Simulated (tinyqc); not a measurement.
Inside a calculation. Method: plane-wave Kohn-Sham cycle with exchange-only LDA in a layered model solid. One step of it, computed by the program tinyqc.

Problem. Iteration 2: Hamiltonian at one k. H(m,m') = (k + G_m)^2/2 delta + V(G_m - G_m'), with V(-G) = V(G).

A solid whose potential varies along x alone (atomic units):
```
parameter                      value
period a                   15.900000
cross-section of the cell  21.000000
electrons per cell                 2
grid points                       16
plane waves -n..n, n               2
k points                           3
V1 in V1 cos(2 pi x/a)     -0.250000
V2 in V2 cos(4 pi x/a)      0.110000
```

V(G_m), m = 0, 1, 2, ... (hartree): -0.178475  -0.093033  0.058942  0.000146  0.000114

k = 0.000000 2 pi / a

Give: H.

Solution.

H (hartree):
```
         -2       -1       +0       +1       +2
-2   0.1338  -0.0930   0.0589   0.0001   0.0001
-1  -0.0930  -0.1004  -0.0930   0.0589   0.0001
+0   0.0589  -0.0930  -0.1785  -0.0930   0.0589
+1   0.0001   0.0589  -0.0930  -0.1004  -0.0930
+2   0.0001   0.0001   0.0589  -0.0930   0.1338
```
